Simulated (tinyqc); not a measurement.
Worked calculation: plane-wave Kohn-Sham cycle with exchange-only LDA in a layered model solid. Computed by tinyqc, a small Python program that keeps every step. Settings: points = 16, plane-wave index or count = 2, electrons = 2, k points = 1, area = 15.0, mixing = 1.0, iteration cap = 62, Pulay depth = 5. Command: `OMP_NUM_THREADS=1 python tinyqc.py 23125 23126 out.jsonl` (the two numbers bound the seeds that draw the settings). One thread of a shared host (Intel(R) Xeon(R) Processor @ 2.60GHz), about 0.01 s of CPU time with the checks. Later iterations appear only in the table of the cycle.

## Iteration 1: potential

A solid whose potential varies along x alone (atomic units):
```
parameter                      value
period a                    4.800000
cross-section of the cell  15.000000
electrons per cell                 2
grid points                       16
plane waves -n..n, n               2
k points                           1
V1 in V1 cos(2 pi x/a)     -0.210000
V2 in V2 cos(4 pi x/a)      0.150000
```

density at the start, on the grid x_j = j a/N (e/bohr^3): [0.02777778, 0.02777778, 0.02777778, 0.02777778, 0.02777778, 0.02777778, 0.02777778, 0.02777778, 0.02777778, 0.02777778, 0.02777778, 0.02777778, 0.02777778, 0.02777778, 0.02777778, 0.02777778]

V_H(G) = 4 pi rho(G)/G^2 for G != 0 (uniform background); v_x = -(3 rho/pi)^(1/3); V = V_ext + V_H + v_x; Fourier components f(G_m) = (1/N) sum_j f(x_j) exp(-i G_m x_j).

Potentials on the grid (hartree):
```
x             V_ext       V_H        v_x          V
0.000000  -0.060000  0.000000  -0.298233  -0.358233
0.300000  -0.087949  0.000000  -0.298233  -0.386182
0.600000  -0.148492  0.000000  -0.298233  -0.446726
0.900000  -0.186430  0.000000  -0.298233  -0.484663
1.200000  -0.150000  0.000000  -0.298233  -0.448233
1.500000  -0.025702  0.000000  -0.298233  -0.323936
1.800000   0.148492  0.000000  -0.298233  -0.149741
2.100000   0.300081  0.000000  -0.298233   0.001847
2.400000   0.360000  0.000000  -0.298233   0.061767
2.700000   0.300081  0.000000  -0.298233   0.001847
3.000000   0.148492  0.000000  -0.298233  -0.149741
3.300000  -0.025702  0.000000  -0.298233  -0.323936
3.600000  -0.150000  0.000000  -0.298233  -0.448233
3.900000  -0.186430  0.000000  -0.298233  -0.484663
4.200000  -0.148492  0.000000  -0.298233  -0.446726
4.500000  -0.087949  0.000000  -0.298233  -0.386182
```

V(G_m), m = 0, 1, 2, ... (hartree): [-0.298233, -0.105000, 0.075000, 0.000000, 0.000000]

## Iteration 1: Hamiltonian at one k

k = 0.000000 2 pi / a

H(m,m') = (k + G_m)^2/2 delta + V(G_m - G_m'), with V(-G) = V(G).

H (hartree), order -2, -1, +0, +1, +2:
$$\begin{pmatrix}
3.128713 & -0.105000 & 0.075000 & 0.000000 & 0.000000 \\
-0.105000 & 0.558503 & -0.105000 & 0.075000 & 0.000000 \\
0.075000 & -0.105000 & -0.298233 & -0.105000 & 0.075000 \\
0.000000 & 0.075000 & -0.105000 & 0.558503 & -0.105000 \\
0.000000 & 0.000000 & 0.075000 & -0.105000 & 3.128713
\end{pmatrix}$$

## Iteration 1: levels at that k

Diagonalise the Hermitian matrix.

eigenvalues (hartree): [-0.323614, 0.479342, 0.650799, 3.132874, 3.136797]

## Iteration 1: new density

Motion across x is left out: the lowest 1 band(s) hold two electrons at each of the k points (j + 1/2)/nk - 1/2. Residual R = rho(out) - rho(in); rho(new) = rho(in) + 1 R. rho(out) = 2/(a A nk) sum |psi|^2 with psi = sum c exp(i G x). Harris energy E = band energy - dV sum rho (V_H/2 + v_x) + (3/4) dV sum rho v_x with rho(in), dV = a A/N, band energy = (2/nk) sum of the filled levels.

rho(out) (e/bohr^3): [0.03767762, 0.03732128, 0.03602224, 0.03333718, 0.02916924, 0.02416009, 0.01949637, 0.01629257, 0.01516888, 0.01629257, 0.01949637, 0.02416009, 0.02916924, 0.03333718, 0.03602224, 0.03732128]

density after iteration 1 (e/bohr^3): [0.03767762, 0.03732128, 0.03602224, 0.03333718, 0.02916924, 0.02416009, 0.01949637, 0.01629257, 0.01516888, 0.01629257, 0.01949637, 0.02416009, 0.02916924, 0.03333718, 0.03602224, 0.03732128]

energy per cell = -0.49811076 hartree

## Iteration 2: potential

As before.

Potentials on the grid (hartree):
```
x             V_ext        V_H        v_x          V
0.000000  -0.060000   0.081435  -0.330130  -0.308695
0.300000  -0.087949   0.075869  -0.329086  -0.341166
0.600000  -0.148492   0.059597  -0.325223  -0.414118
0.900000  -0.186430   0.034133  -0.316932  -0.469229
1.200000  -0.150000   0.002526  -0.303132  -0.450606
1.500000  -0.025702  -0.030573  -0.284680  -0.340956
1.800000   0.148492  -0.059614  -0.265038  -0.176160
2.100000   0.300081  -0.079429  -0.249644  -0.028991
2.400000   0.360000  -0.086452  -0.243767   0.029781
2.700000   0.300081  -0.079429  -0.249644  -0.028991
3.000000   0.148492  -0.059614  -0.265038  -0.176160
3.300000  -0.025702  -0.030573  -0.284680  -0.340956
3.600000  -0.150000   0.002526  -0.303132  -0.450606
3.900000  -0.186430   0.034133  -0.316932  -0.469229
4.200000  -0.148492   0.059597  -0.325223  -0.414118
4.500000  -0.087949   0.075869  -0.329086  -0.341166
```

V(G_m), m = 0, 1, 2, ... (hartree): [-0.295085, -0.084375, 0.077787, -0.000241, 0.000027]

## Iteration 2: Hamiltonian at one k

k = 0.000000 2 pi / a

As before.

H (hartree), order -2, -1, +0, +1, +2:
$$\begin{pmatrix}
3.131861 & -0.084375 & 0.077787 & -0.000241 & 0.000027 \\
-0.084375 & 0.561651 & -0.084375 & 0.077787 & -0.000241 \\
0.077787 & -0.084375 & -0.295085 & -0.084375 & 0.077787 \\
-0.000241 & 0.077787 & -0.084375 & 0.561651 & -0.084375 \\
0.000027 & -0.000241 & 0.077787 & -0.084375 & 3.131861
\end{pmatrix}$$

## Iteration 2: levels at that k

As before.

eigenvalues (hartree): [-0.312911, 0.481194, 0.650604, 3.134504, 3.138547]

## Iteration 2: new density

B (overlaps of the stored error matrices):
$$\begin{pmatrix}
1.0679356e-03 & -1.9444474e-04 \\
-1.9444474e-04 & 3.9403263e-05
\end{pmatrix}$$

Motion across x is left out: the lowest 1 band(s) hold two electrons at each of the k points (j + 1/2)/nk - 1/2. Residual R = rho(out) - rho(in); rho(new) = rho(in) + 1 R; Pulay mixing then takes sum c_i of the stored mixed densities, with c from B_ij = sum R_i R_j as in DIIS. rho(out) = 2/(a A nk) sum |psi|^2 with psi = sum c exp(i G x). Harris energy E = band energy - dV sum rho (V_H/2 + v_x) + (3/4) dV sum rho v_x with rho(in), dV = a A/N, band energy = (2/nk) sum of the filled levels.

rho(out) (e/bohr^3): [0.03507900, 0.03500270, 0.03446628, 0.03280529, 0.02962541, 0.02533088, 0.02104354, 0.01797224, 0.01687276, 0.01797224, 0.02104354, 0.02533088, 0.02962541, 0.03280529, 0.03446628, 0.03500270]

DIIS coefficients: [0.156292, 0.843708]

density after iteration 2 (e/bohr^3): [0.03548515, 0.03536508, 0.03470946, 0.03288842, 0.02955412, 0.02514789, 0.02080173, 0.01770972, 0.01660645, 0.01770972, 0.02080173, 0.02514789, 0.02955412, 0.03288842, 0.03470946, 0.03536508]

energy per cell = -0.49118437 hartree

## Convergence

Stop when sqrt(dV sum R^2) is below 1e-8, dV = a A/N.

Course of the cycle:
```
iteration  E (hartree)  norm of the residual
1          -0.49811076              6.93e-02
2          -0.49118437              1.33e-02
3          -0.49092907              8.58e-05
4          -0.49092908              1.84e-06
5          -0.49092908              1.15e-08
6          -0.49092908              5.84e-12
```

Converged in 6 iterations. Before convergence this energy mixes input and output and is not variational, so it may rise towards its limit.
